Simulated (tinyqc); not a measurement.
Cahn-Hilliard equation on a periodic one-dimensional grid: one step, computed by the program tinyqc. Command: `OMP_NUM_THREADS=1 python tinyqc.py 3013514 3013515 out.jsonl cahn walk`. One thread of a shared host (Intel(R) Xeon(R) Processor @ 2.30GHz), about 0.1 s of CPU time with the checks.

Free energy F = h sum_j [A (c_j^2 - 1)^2/4 + (kappa/2) ((c_(j+1) - c_j)/h)^2]; dc/dt = Lap(mu), mu = A (c^3 - c) - kappa Lap(c), Lap(y)_j = (y_(j+1) - 2 y_j + y_(j-1))/h^2, mobility 1; the grid has n = 12 points.

Question. The first step. Start: c_j = c0 + amplitude x (z_j - mean of z). c(new) = c + dt Lap(mu).

Inputs (values chosen for the exercise, in reduced units): spacing h = 1.2; well depth A = 1.4; gradient coefficient kappa = 1.1; mean composition c0 = 0.028; noise amplitude = 0.1; time step dt = 0.078.

Scheme: explicit Euler.

random numbers: [0.030, -0.454, -0.993, -0.548, 0.917, 0.567, 0.458, -0.176, 0.403, 0.663, 0.973, 0.732]

Give: c at the start; mu at the start; c after one step; F at the start; F after one step.

Answer.

c at the start: [0.0096, -0.0388, -0.0927, -0.0482, 0.0983, 0.0633, 0.0524, -0.0110, 0.0469, 0.0729, 0.1039, 0.0798]

mu at the start: [-0.0300, 0.0585, 0.0535, -0.0105, 0.0024, -0.1066, -0.0330, -0.0772, -0.0411, -0.1053, -0.1018, -0.0757]

c after one step: [0.0119, -0.0439, -0.0959, -0.0441, 0.0917, 0.0732, 0.0460, -0.0067, 0.0414, 0.0765, 0.1051, 0.0808]

F at the start = 5.015

F after one step = 5.013
